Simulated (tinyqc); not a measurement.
Surface Green function of a two-leg ladder, Sancho-Rubio decimation: effect of the broadening.

A semi-infinite lead of cells 0, 1, 2, ... with H0 inside a cell and H1 = <cell i|H|cell i + 1>. One rung (site 1 on leg a, site 2 on leg b) is a cell; all hoppings enter with a minus sign. z = E + i eta.

Start with e_s = e = H0, a = H1, b = H1^dagger. Each round: g = (z - e)^(-1); e_s <- e_s + a g b; e <- e + a g b + b g a; a <- a g a; b <- b g b (all with the old a, b). Round k joins cells 2^k apart. Stop when the largest entry of the matrices a and b is below 1e-12 eV; g_s = (z - e_s)^(-1), bulk (z - e)^(-1), density of states -Im Tr/pi. The last column counts the steps of the plain recursion g <- (z - H0 - H1 g H1^dagger)^(-1), one cell a step from g = (z - H0)^(-1), until no entry changes by more than 1e-8 1/eV.

Parameters, values chosen for the exercise: energy E = 2.46 eV.

H0 (eV):
```
       1      2
1      0  -3.57
2  -3.57   -1.4
```

H1 (eV):
```
      1      2
1  -2.8  -0.65
2     0   -2.1
```

Results:
```
eta (eV)  rounds  surface density of states (1/eV)  plain steps
0.8            8                           0.12839           50
0.1           11                           0.13974          403
0.06          12                           0.14047          673
0.03          13                           0.14102         1347
0.01          14                           0.14139         4044
```

Estimate the missing row, eta = 0.3 eV.

Computed row:
```
eta (eV)  rounds  surface density of states (1/eV)  plain steps
0.3            9                           0.13629          134
```

With this row back in the table: The rounds go from 8 to 14 and the plain steps from 50 to 4044. Inside a band the plain recursion needs a number of steps that grows as 1/eta, the decimation only as log2(1/eta). The density of states tends to 0.1416 1/eV as eta goes to zero; the first row is 9.3 % below that and the last 0.13 % below it.

Numbers from tinyqc (`OMP_NUM_THREADS=1 python tinyqc.py 2680115 2680116 out.jsonl`; about 0.1 s on one thread of a shared Intel Xeon 2.30GHz).
